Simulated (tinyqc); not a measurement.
# Deep-level transient spectroscopy, step by step

Computed by the program tinyqc: `OMP_NUM_THREADS=1 python tinyqc.py 2050014 2050015 out.jsonl`, one thread of a shared Intel Xeon 2.30GHz, about 0.01 s for the whole run. Printed values are rounded.

Schottky contact on an n-type layer with shallow donors Nd (all ionised) and a donor-like deep trap, neutral when filled and positive when empty; depletion approximation. Traps within lam of the depletion edge stay filled. A long pulse to Vp fills the traps beyond x1 = Wp - lam; back at Vr those between x1 and x2 = Wr - lam emit. A rate window reads S = C(t2) - C(t1).

Values chosen for this exercise; material values close to those of indium phosphide: relative permittivity eps_r = 12.5; conduction-band density of states at 300 K Nc = 5.77e17 cm^-3; thermal velocity at 300 K vth = 4.2e7 cm/s; shallow donor density Nd = 6.4e15 cm^-3; built-in voltage Vbi = 0.74 V; depth of the trap below the conduction edge Et = 0.2 eV; capture cross-section sn = 4.4e-17 cm^2; trap density Nt = 2.9e13 cm^-3; reverse bias Vr = 7.6 V; reverse bias during the filling pulse Vp = 0 V; first sampling time t1 = 1 ms; second sampling time t2 = 4 ms; temperature of the transient T = 170 K.

Constants: q = 1.602176634e-19 C, kB = 1.380649e-23 J/K, eps0 = 8.8541878128e-14 F/cm where lengths are in cm. Results are converted to the units shown.

## Emission rate and rate window

Emission rate en = sn vth(T) Nc(T) exp(-Et/kB T) = sn g T^2 exp(-Et/kB T), g = vth Nc/(300 K)^2, as vth goes as T^0.5 and Nc as T^1.5 (degeneracy factor 1). For an exponential transient S peaks where en = ew = ln(t2/t1)/(t2 - t1).

g = 2.692667e20 cm^-2 s^-1 K^-2
en = 403.0717 1/s
1/en = 2.480948 ms
ew = 462.0981 1/s

## Widths

lam = sqrt(2 eps0 eps_r (EF - ET)/(q Nd)), EF - ET = Et - (kB T/q) ln(Nc(T)/Nd), Nc(T) = Nc (T/300 K)^1.5. In the steady state at the band bending V, 2 eps0 eps_r V/q = Nd W^2 + Nt (W - lam)^2 (the second term only if W > lam). V = Vbi + Vr gives Wr and V = Vbi + Vp gives Wp; x1 = max(Wp - lam, 0).

lam = 177.8570 nm
Wr = 1339.502 nm
Wp = 399.4041 nm
x1 = 221.5471 nm
x2 = 1161.645 nm
G = (x2^2 - x1^2)/Wr^2 = 0.7247177

The rule Nt = 2 Nd |dC|/C assumes G = 1 and would understate Nt by a factor of about 1/G = 1.38 here (the limit of small Nt/Nd).

## The transient

| sample | t (ms) |
|---|---|
| 0 | 0 |
| 1 | 0.5 |
| 2 | 1 |
| 3 | 2.5 |
| 4 | 4 |
| 5 | 8 |
| 6 | 20 |

W(t)^2 = Wr^2 + (Nt/Nd)(x2^2 - x1^2) exp(-en t), C = eps0 eps_r/W; for small Nt, dC/C = -(Nt/2 Nd) G exp(-en t) with G = (x2^2 - x1^2)/Wr^2. S = C(t2) - C(t1).

| sample | C (nF/cm^2) | C - C(final) (pF/cm^2) |
|---|---|---|
| 0 | 8.249039 | -13.53331 |
| 1 | 8.251504 | -11.06810 |
| 2 | 8.253521 | -9.05120 |
| 3 | 8.257624 | -4.94826 |
| 4 | 8.259868 | -2.70428 |
| 5 | 8.262033 | -0.53953 |
| 6 | 8.262568 | -0.00428 |

S = 6.346923 pF/cm^2

## Step 1: peak temperature

T at the start = 300 K

Fixed-point step for en(T) = ew: T(new) = (Et q/kB)/ln(sn g T^2/ew), g = vth Nc/(300 K)^2.

T after step 1 = 158.4053 K

## Course of the iteration for the peak temperature

Start from 300 K; stop when T changes by less than 1e-8 K.

Course of the iteration:

| step | T (K) | change (K) |
|---|---|---|
| 1 | 158.4053 | 142 |
| 2 | 173.5329 | 15.1 |
| 3 | 171.1979 | 2.34 |
| 4 | 171.5407 | 0.343 |
| 5 | 171.4900 | 0.0507 |
| 6 | 171.4975 | 7.49e-3 |
| 7 | 171.4964 | 1.11e-3 |
| 8 | 171.4965 | 1.64e-4 |
| 9 | 171.4965 | 2.42e-5 |
| 10 | 171.4965 | 3.57e-6 |
| 11 | 171.4965 | 5.28e-7 |
| 12 | 171.4965 | 7.81e-8 |
| 13 | 171.4965 | 1.15e-8 |
| 14 | 171.4965 | 1.71e-9 |

Converged in 14 steps; each multiplies the error by -2 kB T/Et = -0.15.
